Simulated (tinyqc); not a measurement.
The window of frequencies: the 3-omega method: a line heater on a substrate with a thin film. Computed by tinyqc, a small Python program. Command: `OMP_NUM_THREADS=1 python tinyqc.py 3019451 3019452 out.jsonl threeomega walk`. One thread of a shared host (Intel(R) Xeon(R) Processor @ 2.30GHz), about 0.01 s of CPU time with the checks.

A current at angular frequency omega = 2 pi f heats the line at 2 omega with the amplitude P per length; the temperature swing Delta T at 2 omega gives a voltage at 3 omega. The substrate is taken as semi-infinite and isotropic, and the heat capacity of heater and film is left out.

Inputs (values chosen for the exercise, modelled on a phase-change telluride on gallium oxide):
```
quantity                      value           unit
substrate conductivity kappa   23.1        W/(m K)
substrate heat capacity C      3.29  1e6 J/(m^3 K)
heater half-width b             5.1     micrometre
power amplitude per length P     54            W/m
current frequency f             360             Hz
substrate thickness d_s         725     micrometre
```

Method:
- D = kappa/C; q = sqrt(2 i omega/D); penetration depth 1/|q| = sqrt(D/(2 omega)).
- Delta T_s = (P/(pi kappa)) int_0^infinity (sin x/x)^2 / sqrt(x^2 + (q b)^2) dx with (q b)^2 = i |q b|^2, averaged over the heater width (12 Gauss-Legendre points on each of the pieces 0, 14 log-spaced edges from 1e-5 to 1, and multiples of pi to 40 pi; the tail adds 1/(4 (40 pi)^2)).
- For |q| b much below 1: Delta T_s = (P/(pi kappa)) [-ln(|q| b) + eta - i pi/4], eta = 3/2 - C_E = 0.92278, with Euler's C_E = 0.5772157.
- The slope value uses each f and 2f: kappa = P ln 2/(2 pi [Delta T(f) - Delta T(2f)]).

diffusivity D = 7.02128 mm^2/s

Bare substrate; columns: (1) f (Hz); (2) penetration depth (micrometre); (3) |q| b; (4) in-phase (K); (5) out-of-phase (K); (6) narrow-line form (K); (7) kappa from the slope (W/(m K)):
```
(1)           (2)        (3)      (4)       (5)       (6)     (7)
0.21       1631.1  0.0031266   4.9785  -0.58441    4.9785  23.100
2.1        515.81  0.0098873   4.1218  -0.58435    4.1218  23.101
21         163.11   0.031266   3.2652  -0.58387    3.2651  23.109
110        71.270   0.071559   2.6495  -0.58210    2.6490  23.144
430        36.047    0.14148   2.1437  -0.57706    2.1418  23.272
2100       16.311    0.31266   1.5610  -0.55803    1.5518  23.917
8600       8.0603    0.63273   1.0627  -0.51027    1.0272  26.267
43000      3.6047     1.4148  0.57258  -0.38906   0.42844  37.318
210000     1.6311     3.1266  0.26454  -0.22628  -0.16160  76.737
1.30e+06  0.65559     7.7793  0.10624  -0.10009  -0.83985  191.44
```

The slope gives kappa within 1 % up to |q| b = 0.14 (f = 430 Hz) among these rows. The penetration depth stays under d_s/5 = 145 micrometre from f = 110 Hz up, so a usable window lies between the two. At high f the flow turns one-dimensional: in-phase and out-of-phase parts become equal in size (ratio 0.94 in the last row) and fall as f^(-1/2) (exponent -0.50).
